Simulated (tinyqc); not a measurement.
## Delay unit and parasitic delay from two ring oscillators

Inverse problem. A ring of 21 inverters oscillates at 1/(2 x 21 d), with stage delay d = tau (h + p) for fan-out h. Find tau, p and the delay at fan-out 4.

frequencies of 21-stage ring oscillators with fan-out 1 and 5 (GHz): 3.6228734  1.0117935

Answer. d is a straight line in h with slope tau and intercept tau p.

tau = 4.24 ps
p = 0.550
delay at fan-out 4 = 19.3 ps

Numbers from tinyqc (`OMP_NUM_THREADS=1 python tinyqc.py 2082018 2082019 out.jsonl`; about 0.01 s on one thread of a shared Intel Xeon 2.30GHz).
